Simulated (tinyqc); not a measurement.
# Effect of the position of a charge sheet

One sheet of -1.8e12 cm^-2 lies at the depth x from the gate; it shifts Vfb by -(q/eps0) Q s, with s = x/e2 in layer 2 and t2/e2 + (x - t2)/e1 in layer 1, and it induces the share s/(t1/e1 + t2/e2) of its image in the semiconductor.

Parameters, values chosen for the exercise:
```
symbol,value,unit,meaning
t1,1.9,nm,"thickness of layer 1, next to the semiconductor"
e1,3.81,,relative permittivity of layer 1
t2,1.6,nm,"thickness of layer 2, next to the gate"
e2,21.9,,relative permittivity of layer 2
```

Constants: q = 1.602176634e-19 C, eps0 = 8.8541878128e-14 F/cm where lengths are in cm. Results are converted to the units shown.

Effect of the position of a charge sheet:
```
x (nm)	shift (mV)	image in the semiconductor (%)
0	0	0
0.44	6.544	3.514
0.88	13.09	7.028
1.31	19.48	10.46
1.75	36.62	19.66
2.19	74.23	39.86
2.62	111.0	59.60
3.06	148.6	79.80
3.5	186.2	100.0
```

The shift grows from 0 at the gate to 186 mV at the semiconductor, by 14.9 mV/nm in layer 2 and 85.5 mV/nm in layer 1, the ratio of the permittivities. A sheet between the layers has 12.8 % of its full effect.

Computed by the program tinyqc: `OMP_NUM_THREADS=1 python tinyqc.py 2010104 2010105 out.jsonl`, one thread of a shared Intel Xeon 2.30GHz, about 0.01 s for the whole run.
